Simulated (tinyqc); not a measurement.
Composition and strain of an epitaxial Si(1-x)Ge(x) layer from Raman and X-ray peaks: one step, computed by the program tinyqc.

A (001) layer, biaxially strained in the plane. The Raman peaks follow empirical lines omega = w0 + c1 x + c3 x^3 + b eps (c3 for Si-Ge alone), with eps the in-plane strain.

Problem. Raman peaks. Insert x and eps in the three lines; the strain part is b eps.

Inputs (values chosen for the exercise, modelled on silicon-germanium):

| quantity | value | unit |
|---|---|---|
| Ge fraction x | 0.85 | - |
| Si-Si: w0 | 521.1 | 1/cm |
| Si-Si: c1 | -63.8 | 1/cm |
| Si-Si: strain coefficient b | -687 | 1/cm |
| Si-Ge: w0 | 399.7 | 1/cm |
| Si-Ge: c1 | 24.3 | 1/cm |
| Si-Ge: c3 | -36.1 | 1/cm |
| Si-Ge: strain coefficient b | -567 | 1/cm |
| Ge-Ge: w0 | 280.2 | 1/cm |
| Ge-Ge: c1 | 18.7 | 1/cm |
| Ge-Ge: strain coefficient b | -466 | 1/cm |

Substrate: silicon.

in-plane strain eps = -33.69523 per mille

Give: Si-Si peak; Si-Ge peak; Ge-Ge peak; strain parts.

Solution.

Si-Si peak = 490.02 1/cm

Si-Ge peak = 417.29 1/cm

Ge-Ge peak = 311.80 1/cm

strain parts (1/cm): Si-Si 23.149, Si-Ge 19.105, Ge-Ge 15.702

Read as unstrained, the Si-Si peak would give x = 0.487 in place of 0.85. Caution: strains above 2 % survive only in layers a few nanometres thick, and the linear relations lose accuracy. Caution: near either end one of the like-atom peaks is weak, since its intensity follows the number of such bonds.
